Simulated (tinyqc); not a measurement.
Domain walls in a thin film with perpendicular anisotropy: Bloch, Neel and chiral walls, motion and stripe domains: one step, computed by the program tinyqc.

One-dimensional wall: polar angle theta(x), azimuth phi of the moment in the wall (phi = 0 Neel, 90 degrees Bloch). mu_0 = 1.25663706212e-6 T m/A, gamma = 1.76085963023e11 rad/(s T).

Task: Width and energy of the Bloch wall. K_eff = K_u - mu_0 M_s^2/2; Delta = sqrt(A/K_eff); sigma_0 = 4 sqrt(A K_eff); profile theta = 2 arctan exp(x/Delta); quality factor Q = 2 K_u/(mu_0 M_s^2).

Inputs (values chosen for the exercise, for a model film): saturation magnetisation M_s = 1100 kA/m; exchange stiffness A = 9.5 pJ/m; uniaxial anisotropy K_u = 1300 kJ/m^3.

Give: K_eff; width parameter Delta; sigma_0; quality factor Q.

Result:

K_eff = 539.7 kJ/m^3

width parameter Delta = 4.195 nm

sigma_0 = 9.058 mJ/m^2

quality factor Q = 1.710
